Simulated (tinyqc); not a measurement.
What moves the results: nanosheet or nanowire with hard walls, valleys of the Si type. A value that a table varies takes the place of the one given here.

Six ellipsoidal valleys along the cube axes: inverse mass tensor w = 1/mt + (1/ml - 1/mt) a a^T with a the unit axis. Device axes: x along the channel, z = [001], y = z x x.

Hard walls around a W x H rectangle. The block w_c of w in (y, z) confines; the transport mass follows from 1/m_x = w_xx - w_xc w_c^-1 w_cx. The cross-section problem c (w_yy ky^2 + 2 w_yz ky kz + w_zz kz^2), c = hbar^2/2m0, is solved in products sin(n pi y/W) sin(l pi z/H), n, l = 1 to 12; if w_yz = 0 the levels are c pi^2 (w_yy n^2/W^2 + w_zz l^2/H^2). The w_yz term couples (n, l) to (n', l') by -2 c w_yz D_nn'(W) D_ll'(H) with D_nm(L) = 4 n m/(L (n^2 - m^2)) for n + m odd and 0 otherwise.

Without degeneracy the line density is N1 exp((EF - Ec)/kB T) with N1 = sum 2 g sqrt(m_x kB T/(4 pi c)) exp(-E/kB T), here over n, l up to 80 where w_yz = 0 and over all levels of a 12 x 12 sine basis otherwise; the classical value is W H Nc with Nc = 2 g_all (m_dos kB T/(4 pi c))^(3/2), m_dos = (ml mt^2)^(1/3); dVt = kB T ln(W H Nc/N1).

Constants: hbar^2/2m0 = 3.80998211 eV angstrom^2; kB = 8.617333262e-05 eV/K.

Values chosen for the exercise (near those of Si; shifted at random, so the results belong to these values and not to a real crystal):
- ml = 0.93 m0 (longitudinal mass)
- mt = 0.191 m0 (transverse mass)
- T = 77 K (temperature)
- g_all = 6 (number of valleys)
- channel = 100 (transport direction x on a (001) wafer)
- H = 48 angstrom (height, along z = [001])
- Ws = (30, 40, 60, 90, 140, 220, 350) angstrom (widths)
- W = 85 angstrom (width, along y)

## From wire to sheet

Valleys:

| group | valleys g | w_yy | w_zz | \|w_yz\| | m_x (m0) |
|---|---|---|---|---|---|
| A | 2 | 5.23560 | 1.07527 | 0.00000 | 0.19100 |
| B | 2 | 1.07527 | 5.23560 | 0.00000 | 0.19100 |
| C | 2 | 5.23560 | 5.23560 | 0.00000 | 0.93000 |

Lowest level of each group (groups ordered by w_zz, then w_yy) and dVt against the width.

Results:

| W (angstrom) | A1 (eV) | B1 (eV) | C1 (eV) | dVt (mV) |
|---|---|---|---|---|
| 30 | 0.2363 | 0.1304 | 0.3042 | 121.2 |
| 40 | 0.1406 | 0.1107 | 0.2085 | 103.4 |
| 60 | 0.0722 | 0.0967 | 0.1401 | 67.5 |
| 90 | 0.0419 | 0.0904 | 0.1098 | 40.0 |
| 140 | 0.0276 | 0.0875 | 0.0955 | 28.6 |
| 220 | 0.0216 | 0.0863 | 0.0895 | 24.7 |
| 350 | 0.0192 | 0.0858 | 0.0871 | 23.0 |

What can be read from the table?

dVt falls from 121 to 23 mV. The lowest group changes from B to A between W = 40 and 60 angstrom (H = 48). At the widest W the lowest level is 0.0192 eV; the film limit c pi^2 w_zz/H^2 of that group is 0.0175 eV.

## Channel direction

The same rectangle along [100] and [110]; groups ordered by w_zz, then w_yy.

Lowest level of each group:

| channel, group | valleys g | w_yy | w_zz | \|w_yz\| | m_x (m0) | E (eV) |
|---|---|---|---|---|---|---|
| [100] A | 2 | 5.236 | 1.075 | 0.000 | 0.191 | 0.0448 |
| [100] B | 2 | 1.075 | 5.236 | 0.000 | 0.191 | 0.0910 |
| [100] C | 2 | 5.236 | 5.236 | 0.000 | 0.930 | 0.1127 |
| [110] A | 2 | 5.236 | 1.075 | 0.000 | 0.191 | 0.0448 |
| [110] B | 4 | 3.155 | 5.236 | 0.000 | 0.560 | 0.1019 |

What does this show, and why?

The lowest subband has m_x = 0.191 m0 and 2 valleys along [100], and 0.191 m0 and 2 valleys along [110]; its edge lies at 0.0448 and 0.0448 eV. These valleys have their axis along z, so turning the channel in the wafer plane leaves them alone; only the higher groups change.

## What each parameter does

E1 and E2 are the two lowest subband edges over all groups. Each row changes one parameter from the base and keeps the others.

Results:

| case | E1 (eV) | E2 - E1 (meV) | m_x of lowest (m0) | dVt (mV) |
|---|---|---|---|---|
| base | 0.0448 | 46.2 | 0.191 | 42.6 |
| W = 100 angstrom | 0.0372 | 52.3 | 0.191 | 36.1 |
| H = 56 angstrom | 0.0401 | 28.2 | 0.191 | 38.8 |
| T = 127 K | 0.0448 | 46.2 | 0.191 | 46.3 |
| ml = 1.023 m0 | 0.0432 | 47.3 | 0.191 | 41.3 |
| mt = 0.172 m0 | 0.0478 | 52.6 | 0.172 | 45.2 |

What does this show?

The largest shifts from the base row, up to three for each result and ties (the steps differ in size, so this ranks the rows, not the parameters). E1 (eV): W -0.0076, H -0.0047, mt +0.0030; unchanged at the printed digits by T. E2 - E1 (meV): H -18.0, mt +6.4, W +6.0; unchanged at the printed digits by T. m_x of lowest (m0): mt -0.019; unchanged at the printed digits by W, H, T and ml. dVt (mV): W -6.5, H -3.8, T +3.7.

Program tinyqc; command `OMP_NUM_THREADS=1 python tinyqc.py 1251936 1251937 out.jsonl`; about 0.04 s on one thread of a shared Intel(R) Xeon(R) Processor @ 2.30GHz.
